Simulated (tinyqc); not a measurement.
From one set of inputs to another, one input at a time: inversion-layer mobility, back-scattering and ballistic limit of a field-effect transistor. Computed by tinyqc, a small Python program. Command: `OMP_NUM_THREADS=1 python tinyqc.py 3021811 3021812 out.jsonl mos ladder`. One thread of a shared host (Intel(R) Xeon(R) Processor @ 2.30GHz), about 0.03 s of CPU time with the checks.

The charge at the top of the source barrier is fixed by the gate; series resistance and short-channel effects are left out. F_j are Fermi integrals normalised to exp(eta) in the classical limit.

The inputs printed are set A. Set A is modelled on a strained silicon n-channel; the values taken over come from a set modelled on a germanium p-channel. Inputs not listed in the table keep their values of set A, so the rows need not describe a real material.

Inputs (values chosen for the exercise, modelled on a strained silicon n-channel): transport mass m = 0.2 m_0; valley degeneracy g_v = 2; weight w of the inversion charge = 0.5; permittivity eps = 11.7; phonon mobility at 1 MV/cm and 300 K, mu_ph = 560 cm^2/(V s); roughness mobility at 1 MV/cm, mu_sr = 1700 cm^2/(V s); Coulomb mobility at N_inv = 1e12/cm^2, mu_C = 1100 cm^2/(V s); electrical oxide thickness t_inv = 3.3 nm; depletion charge N_dep = 2.5e+11 1/cm^2; gate overdrive V_G - V_T = 0.7 V; drain voltage V_D = 0.05 V; channel length L = 25 nm; exponent a of the critical length = 0.68; temperature T = 200 K.

Statistics at the top of the barrier: Fermi-Dirac.

Constants: eps_0 = 8.8541878128e-12 F/m; e = 1.602176634e-19 C; m_0 = 9.1093837015e-31 kg; k_B = 1.380649e-23 J/K; hbar = 1.054571817e-34 J s; k_B = 8.617333262e-05 eV/K.

Method:
- N_inv = 3.9 eps_0 (V_G - V_T)/(e t_inv); effective field E_eff = e (N_dep + w N_inv)/(eps eps_0).
- mu_phonon = mu_ph (E_eff/1 MV/cm)^(-0.3) (T/300 K)^(-1.75); mu_rough = mu_sr (E_eff/1 MV/cm)^(-2); mu_Coulomb = mu_C (N_inv/1e12 cm^-2) (T/300 K); Matthiessen's rule adds 1/mu.
- F_j(eta) = (1/Gamma(j + 1)) int_0^infinity x^j/(1 + exp(x - eta)) dx, F_0 = ln(1 + exp(eta)). Integrals over x = E/(k_B T) use 160 Gauss-Legendre points in u = sqrt(x) from 0 to sqrt(max(eta, 0) + 32).
- Ballistic channel: N_2D = g_v m k_B T/(pi hbar^2), U = e V_D/(k_B T); eta_F solves N_inv = (N_2D/2)[F_0(eta_F) + F_0(eta_F - U)]; v_T = sqrt(2 k_B T/(pi m)); I/W = e (N_2D/2) v_T [F_1/2(eta_F) - F_1/2(eta_F - U)]; injection velocity v_T F_1/2(eta_F)/F_0(eta_F).
- Mean free path lambda = (2 k_B T/e)(mu/v_T) F_0(eta_0)/F_-1/2(eta_0), with eta_0 from N_inv = N_2D F_0(eta_0); critical length l = L (1 + U)^(-a), an empirical rule; back-scattering r = l/(l + lambda). Then eta solves N_inv = (N_2D/2)[(1 + r) F_0(eta) + (1 - r) F_0(eta - U)] and I/W = e (N_2D/2) v_T (1 - r)[F_1/2(eta) - F_1/2(eta - U)].
- Ballistic ratio: I over the ballistic current. Apparent mobility 1/(1/mu + 1/mu_B), mu_B = mu L/lambda.

Each row keeps all changes above it:
```
input moved                                                  from       to  ballistic ratio  ballistic current I/W (microampere/micrometre)  injection velocity (1e7 cm/s)
set A                                                           -        -           0.7330                                           709.5                          1.383
gate overdrive V_G - V_T (V)                                  0.7     0.45           0.6851                                           462.1                          1.253
Coulomb mobility at N_inv = 1e12/cm^2, mu_C (cm^2/(V s))     1100      500           0.5892                                           462.1                          1.253
depletion charge N_dep (1/cm^2)                           2.5e+11  1.8e+11           0.5908                                           462.1                          1.253
channel length L (nm)                                          25      290           0.1079                                           462.1                          1.253
electrical oxide thickness t_inv (nm)                         3.3        2           0.1490                                           748.1                          1.403
phonon mobility at 1 MV/cm and 300 K, mu_ph (cm^2/(V s))      560      270           0.1029                                           748.1                          1.403
transport mass m (m_0)                                        0.2     0.21           0.1029                                           733.7                          1.353
```

Which inputs carry the difference?

Ballistic ratio goes from 0.733 to 0.103, a factor 0.140 in all. The largest single move comes from channel length L (a factor 0.183), and electrical oxide thickness t_inv works against it (a factor 1.38). Ballistic current I/W goes from 709 to 734, a factor 1.03 in all. The largest single move comes from electrical oxide thickness t_inv (a factor 1.62), and gate overdrive V_G - V_T works against it (a factor 0.651). Injection velocity goes from 1.38 to 1.35, a factor 0.9783 in all. The largest single move comes from electrical oxide thickness t_inv (a factor 1.12), but it runs against the net change; the largest move in the direction of the net change is gate overdrive V_G - V_T (a factor 0.906). The single moves hold for this order of the switches; the total does not depend on the order.

Extremes, crossings and ranges named in words are read from the listed rows.
